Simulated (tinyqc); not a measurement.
Ballistic conductance of a hard-wall wire of rectangular section by counting modes: one step of the calculation.

Subband edges E_(a,b) = (C pi^2/m) [(a/W)^2 + (b/Hh)^2], a, b = 1, 2, ...; C = hbar^2/(2 m0). Every mode transmits fully; spin gives the factor 2 in 2 q^2/h, valleys the factor gv.

Task. Subband edges and their occupation. List the edges below Et; each adds its degeneracy times f = 1/(1 + exp((E_n - Ef)/Vt)) to the thermal mode count.

Inputs (values chosen for the exercise): temperature T = 77 K; mass m = 0.022 m0; Fermi energy above the bulk band edge Ef = 0.388 eV; width W = 24 nm; height Hh = 11 nm; highest subband edge listed Et = 0.485 eV.

Constants: q = 1.602176634e-19 C, kB = 1.380649e-23 J/K, hbar = 1.054571817e-34 J s, m0 = 9.1093837015e-31 kg, Vt = kB T/q, hbar^2/(2 m0) = 0.0380998212 eV nm^2. Results are converted to the units shown.

Find: edge; degeneracy; f.

Result.

```
mode  edge (eV)  degeneracy       f
1,1     0.17093           1  1.0000
2,1     0.25995           1  1.0000
3,1     0.40833           1  0.0447
```

Program tinyqc, `OMP_NUM_THREADS=1 python tinyqc.py 2740014 2740015 out.jsonl`; Intel Xeon 2.30GHz, shared host, one thread, about 0.3 s.
